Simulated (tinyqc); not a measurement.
Surface orientation and number of bands: six-band hole subbands of a thin body in a field.

Basis X, Y, Z times spin, hole energies counted downwards from the unstrained edge (the hydrostatic shift is left out), c = hbar^2/2m0. For a symmetric tensor T let C(T) have C_XX = L Txx + M (Tyy + Tzz), C_XY = N Txy (cyclic), L = c (g1 + 4 g2), M = c (g1 - 2 g2), N = 6 c g3. k = q + kz n, n the unit normal, q = k1 u + k2 v with u along the channel [1-10] and v = n x u. H = C(k k^T) + (Dso/3)(1 - L.sigma) - B + e F z with (L_k)_ij = -i epsilon_kij; B is the block C built from the traceless strain with 2b, -b and sqrt(3) d in place of L, M, N. Strain: exx = eyy = (s11 + s12) sx/2, ezz = s12 sx, exy = -s44 sx/4. Hard walls at z = 0 and t; basis sin(j pi z/t), j = 1 to Nz: kz^2 = (j pi/t)^2, kz = -i D with D_jl = 4 j l/(t (j^2 - l^2)), z_jj = t/2 and z_jl = -8 t j l/(pi (j^2 - l^2))^2 for j + l odd; 1 MV/cm = 0.01 eV/angstrom.

Nz = 14. E1 is the top subband at q = 0, gap the distance to the next pair, and the masses are c q^2/(E(q) - E1) at |q| = 0.02 1/angstrom (mean of the spin pair) along the channel [1-10] and across it in the plane; a dash marks a band that does not rise.

Constants: hbar^2/2m0 = 3.80998211 eV angstrom^2.

Inputs chosen for the exercise (near those of a p-type Si channel; shifted at random, so the results belong to these values and not to a real crystal): g1 = 4.29 (Luttinger gamma1); g2 = 0.34 (gamma2); g3 = 1.45 (gamma3); Dso = 0.044 eV (spin-orbit splitting); b = -2.13 eV (tetragonal potential); d = -4.84 eV (trigonal potential); S = (7.67, -2.13, 12.56) 1/TPa (compliances s11, s12, s44); t = 90 angstrom (body thickness); F = 0.2 MV/cm (field across the body); sx = 1 GPa (stress along the channel [1-10], negative in compression).

Three faces, six bands; and four bands, with Dso set to 1000 eV.

Results:

| case | E1 (meV) | gap (meV) | m channel | m across |
|---|---|---|---|---|
| (001) 6 bands | 77.1 | 21.2 | 2.073 | 0.269 |
| (001) 4 bands | 78.1 | 32.0 | 1.330 | 0.190 |
| (110) 6 bands | 73.4 | 15.6 | 0.228 | 0.292 |
| (110) 4 bands | 77.2 | 25.6 | 0.217 | 0.269 |
| (111) 6 bands | 55.2 | 46.8 | 0.526 | 0.156 |
| (111) 4 bands | 67.8 | 37.7 | 0.273 | 0.168 |

With six bands the top subband is shallowest on (111) (55.2 meV) and deepest on (001). Without the stress E1 would be 89.0, 49.5 and 64.7 meV, so the stress moves it by -11.9, 23.9 and -9.5 meV. The lightest channel mass is on (110) (0.228 m0). Dropping the split-off band moves E1 by 1.0, 3.8 and 12.6 meV and the gap by 10.8, 10.0 and -9.1 meV on the three faces, with Dso = 44 meV.

Program tinyqc; command `OMP_NUM_THREADS=1 python tinyqc.py 1280164 1280165 out.jsonl`; about 0.5 s on one thread of a shared Intel(R) Xeon(R) Processor @ 2.30GHz.
